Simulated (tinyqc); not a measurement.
Growing the shell: core-shell quantum dot (spherical envelope functions).

Parabolic bands; strain and other valleys are left out. s states, u = r psi, hard wall at R + H, c = hbar^2/2m0, energies from the band edges of the core. Core: u = sin(k1 r)/k1, k1 = sqrt(m1 E/c). At R, psi and psi'/m are continuous, so u is continuous and its slope in the shell is s = u/R + (m2/m1)(u' - u/R). Shell: u(R + x) = u(R) cos(k2 x) + s sin(k2 x)/k2, k2 = sqrt(m2 (E - V)/c); for negative arguments the functions turn into sinh and cosh. A level has u(R + H) = 0.

Overlap = (integral of u_e u_h)^2 with normalised u. Coulomb integrals J_ab = (q/eps) double integral of u_a(r)^2 u_b(s)^2/max(r, s), q = e^2/(4 pi eps0), one eps everywhere. Exciton E = Eg + E_e + E_h - J_eh; first-order biexciton shift J_ee + J_hh - 2 J_eh (positive: repulsive).

Constants: hbar^2/2m0 = 3.80998211 eV angstrom^2; e^2/(4 pi eps0) = 14.39964547 eV angstrom; hc = 1239.841984 eV nm.

Values chosen for the exercise (near those of an InP/GaP core-shell dot; not measured data):
- R = 35 angstrom (core radius)
- Vc = 0.4 eV (conduction edge of the shell above that of the core)
- Vv = 0.307 eV (hole barrier of the shell)
- me1 = 0.078 m0 (electron, core)
- me2 = 0.127 m0 (electron, shell)
- mh1 = 0.464 m0 (hole, core)
- mh2 = 0.507 m0 (hole, shell)
- Eg = 1.356 eV (gap of the core)
- eps = 10.4 (dielectric constant)
- Hs = (2, 9, 12, 22, 25, 41, 61) angstrom (shell thicknesses)

All quantities anew for each H.

Results:
```
H (angstrom)  E_e (eV)  E_h (eV)  electron in core  overlap  J_eh (meV)  E (eV)  biexciton shift (meV)
2               0.3289    0.0589             0.998    0.997        65.7   1.678                    0.1
9               0.2219    0.0500             0.938    0.965        57.3   1.571                    0.8
12              0.2062    0.0494             0.911    0.949        56.0   1.556                    1.1
22              0.1890    0.0492             0.860    0.911        54.1   1.540                    1.9
25              0.1876    0.0492             0.853    0.905        53.9   1.539                    2.0
41              0.1856    0.0492             0.840    0.892        53.4   1.537                    2.2
61              0.1855    0.0492             0.838    0.891        53.3   1.537                    2.2
```

What can be read from this table?

The line moves by -141 meV: the electron gives -143, the hole -10 and the weaker attraction +12 meV. Over the last step E_e moves by -0.1 meV and E_h by 0.0 meV; the electron level lies below the shell edge Vc, so it is bound to the core and settles. The overlap goes from 0.997 to 0.891, which scales the radiative lifetime by 1.1 if the rate is proportional to it. Up to H = 12 angstrom E_e exceeds 0.15 Eg, where a parabolic band overstates it.

(tinyqc, `OMP_NUM_THREADS=1 python tinyqc.py 1252475 1252476 out.jsonl`, Intel(R) Xeon(R) Processor @ 2.30GHz, 1 thread, shared host, about 0.03 s.)
